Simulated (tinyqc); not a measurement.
Gain against bias and Miller's formula: avalanche multiplication and breakdown of a junction from ionisation integrals. Computed by tinyqc, a small Python program. Command: `OMP_NUM_THREADS=1 python tinyqc.py 3019276 3019277 out.jsonl impact walk`. One thread of a shared host (Intel(R) Xeon(R) Processor @ 2.30GHz), about 0.01 s of CPU time with the checks.

Ionisation coefficients follow the local field. Position x runs through the depletion layer from the p side (x = 0), where electrons enter, to the n side (x = w), where holes enter. The built-in voltage is neglected.

Inputs (values chosen for the exercise, modelled on silicon):

| quantity | value | unit |
|---|---|---|
| electron prefactor a_n | 660000 | 1/cm |
| electron field b_n | 1.22e+06 | V/cm |
| hole prefactor a_p | 1.58e+06 | 1/cm |
| hole field b_p | 2.01e+06 | V/cm |
| exponent c | 1 | - |
| permittivity eps | 11.7 | - |
| doping N of the lightly doped side | 4.1e+14 | 1/cm^3 |
| layer width W | 17 | micrometre |

Junction: punch-through p+ n- n+.

Constants: e = 1.602176634e-19 C; eps_0 = 8.8541878128e-12 F/m.

Method:
- alpha_n = a_n exp(-(b_n/F)^c), alpha_p = a_p exp(-(b_p/F)^c).
- Field F = F_m - e N x/(eps eps_0) over the layer, w = W, V = F_m W - e N W^2/(2 eps eps_0); valid while F > 0 at x = W.
- With Phi(x) = int_0^x (alpha_n - alpha_p) dx': 1 - 1/M_n = I_n = int_0^w alpha_n exp(-Phi) dx and M_p = M_n exp(-Phi(w)); trapezoid rule on 401 even points; breakdown at I_n = 1.
- Solve I_n(F_m) = 1.
- Miller's exponent n is defined by 1 - 1/M = (V/V_B)^n for the larger M.

breakdown voltage = 327.852 V

critical field F_m = 0.246753 MV/cm

Gain:

| V/V_B | V (V) | F_m (MV/cm) | M_n | M_p | Miller exponent n |
|---|---|---|---|---|---|
| 0.50 | 163.93 | 0.15033 | 1.048 | 1.0004 | 4.4441 |
| 0.60 | 196.71 | 0.16961 | 1.159 | 1.0024 | 3.8882 |
| 0.70 | 229.50 | 0.18890 | 1.456 | 1.0114 | 3.2564 |
| 0.80 | 262.28 | 0.20818 | 2.286 | 1.0496 | 2.5773 |
| 0.90 | 295.07 | 0.22747 | 5.466 | 1.2526 | 1.9176 |
| 0.95 | 311.46 | 0.23711 | 12.512 | 1.7768 | 1.6240 |
| 0.98 | 321.30 | 0.24290 | 34.265 | 3.4834 | 1.4661 |
| 0.99 | 324.57 | 0.24482 | 70.727 | 6.3790 | 1.4168 |

The larger gain passes 2 between 0.700 and 0.800 of V_B and reaches 70.7 at 0.99. Miller's exponent runs from 1.4 to 4.4, so it is not a constant: a fit holds over a narrow range only. From the first row to the last the voltage grows by a factor 1.98 and the peak field by 1.63.

Extremes, crossings and ranges named in words are read from the listed rows.
